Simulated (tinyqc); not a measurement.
Thin-body transistor below threshold, two-dimensional Poisson equation on a small mesh: one step of the calculation.

A thin body on a thick buried insulator of low permittivity, taken as carrying no normal field at the bottom of the body (row 0). Mobile charge is neglected (subthreshold), the body is fully depleted, and potentials are counted from the intrinsic level; rows run upward to the gate, columns from source to drain.

Task. Over-relaxation sweep (omega = 1.4). Free nodes: rows 0..3, columns 1..5, taken row by row from row 0, left to right. t = (up psi(above) + dn psi(below) + lat [psi(left) + psi(right)] + s)/(up + dn + 2 lat), with the newest neighbours; psi(new) = psi + 1.4 (t - psi).

psi after iteration 1 (V):

|  | j=0 | j=1 | j=2 | j=3 | j=4 | j=5 | j=6 |
|---|---|---|---|---|---|---|---|
| row 0 | 0.5800000 | 0.0184310 | -0.0425670 | -0.0491926 | -0.0499123 | 0.0944750 | 1.2800000 |
| row 1 | 0.5800000 | 0.0588997 | -0.0337755 | -0.0477602 | -0.0497049 | 0.1799371 | 1.2800000 |
| row 2 | 0.5800000 | 0.0828321 | -0.0259769 | -0.0460660 | -0.0493981 | 0.2305110 | 1.2800000 |
| row 3 | 0.5800000 | 0.1931563 | 0.0300166 | -0.0256849 | -0.0429126 | 0.4653513 | 1.2800000 |
| row 4 | -0.0500000 | -0.0500000 | -0.0500000 | -0.0500000 | -0.0500000 | -0.0500000 | -0.0500000 |

| row | up | dn | lat | s (V) |
|---|---|---|---|---|
| 0 | 32.2 | 0 | 2.9571429 | 0 |
| 1 | 32.2 | 32.2 | 5.9142857 | 0 |
| 2 | 32.2 | 32.2 | 5.9142857 | 0 |
| 3 | 21.212121 | 32.2 | 17.689286 | 0 |

Find: psi after iteration 2.

Result.

psi after iteration 2 (V):

|  | j=0 | j=1 | j=2 | j=3 | j=4 | j=5 | j=6 |
|---|---|---|---|---|---|---|---|
| row 0 | 0.580 | 0.121 | -0.015 | -0.044 | -0.033 | 0.310 | 1.280 |
| row 1 | 0.580 | 0.156 | 0.001 | -0.039 | -0.014 | 0.385 | 1.280 |
| row 2 | 0.580 | 0.234 | 0.049 | -0.020 | 0.009 | 0.551 | 1.280 |
| row 3 | 0.580 | 0.195 | 0.043 | -0.017 | 0.130 | 0.470 | 1.280 |
| row 4 | -0.050 | -0.050 | -0.050 | -0.050 | -0.050 | -0.050 | -0.050 |

Program tinyqc, `OMP_NUM_THREADS=1 python tinyqc.py 2480033 2480034 out.jsonl`; Intel Xeon 2.30GHz, shared host, one thread, about 0.1 s.
